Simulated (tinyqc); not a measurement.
Electron continuity equation in a given potential, Scharfetter-Gummel discretisation: two steps of the calculation.

Steady state in one dimension: J = q mu n E + q D dn/dx with E = -dpsi/dx and D = mu Vt, dJ/dx = 0, fixed densities nL and nR at the ends. The potential is given, psi = 0 for x < L/2 and U (2 x/L - 1) beyond, and is not changed by the electrons.

Values chosen for this exercise; mobility close to that of gallium phosphide at room temperature:

| symbol | value | unit | meaning |
|---|---|---|---|
| T | 250 | K | temperature |
| mu | 248 | cm^2/(V s) | electron mobility |
| L | 1.8 | um | length of the region |
| nL | 2.3e13 | cm^-3 | density at x = 0 |
| nR | 2.8e14 | cm^-3 | density at x = L |

Constants: q = 1.602176634e-19 C, kB = 1.380649e-23 J/K, Vt = kB T/q. Results are converted to the units shown.

Problem 1. Tridiagonal system for the inner nodes. Row i (1 to 7): B(-d_(i-1)) n_(i-1) + b_i n_i + B(d_i) n_(i+1) = f_i with b_i = -B(-d_i) - B(d_(i-1)) and f_i = 0; the known end values are moved to the right: f_1 loses B(-d_0) nL and f_7 loses B(d_7) nR. h = L/8, D = mu Vt.

```
interval     B(d_i)     B(-d_i)
0                 1           1
1                 1           1
2                 1           1
3                 1           1
4         1.4975107  0.62717189
5         1.4975107  0.62717189
6         1.4975107  0.62717189
7         1.4975107  0.62717189
```

Wanted: diagonal b; right side f.

Solution 1.

```
node  diagonal b  right side f (cm^-3)
1         -2.000             -2.300e13
2         -2.000                     0
3         -2.000                     0
4         -1.627                     0
5         -2.125                     0
6         -2.125                     0
7         -2.125             -4.193e14
```

Problem 2. Densities and current. B(d) = d/(exp(d) - 1) with d_i = (psi_(i+1) - psi_i)/Vt; b and f are the diagonal and right side of the balance equations. Solve B(-d_(i-1)) n_(i-1) + b_i n_i + B(d_i) n_(i+1) = f_i (end values already in f), then J_i = (q D/h) [n_(i+1) B(d_i) - n_i B(-d_i)], h = L/8, D = mu Vt.

```
interval     B(d_i)     B(-d_i)
0                 1           1
1                 1           1
2                 1           1
3                 1           1
4         1.4975107  0.62717189
5         1.4975107  0.62717189
6         1.4975107  0.62717189
7         1.4975107  0.62717189
```

```
node  diagonal b  right side f (cm^-3)
1             -2               -2.3e13
2             -2                     0
3             -2                     0
4     -1.6271719                     0
5     -2.1246826                     0
6     -2.1246826                     0
7     -2.1246826         -4.1930301e14
```

Wanted: n; J.

Solution 2.

n, node 0 to 8 (cm^-3): 2.300e13  2.488e14  4.747e14  7.005e14  9.264e14  5.388e14  3.765e14  3.085e14  2.800e14
J, interval 0 to 7 (A/cm^2): 8.592  8.592  8.592  8.592  8.592  8.592  8.592  8.592

Numbers from tinyqc (`OMP_NUM_THREADS=1 python tinyqc.py 2220135 2220136 out.jsonl`; about 0.01 s on one thread of a shared Intel Xeon 2.30GHz).
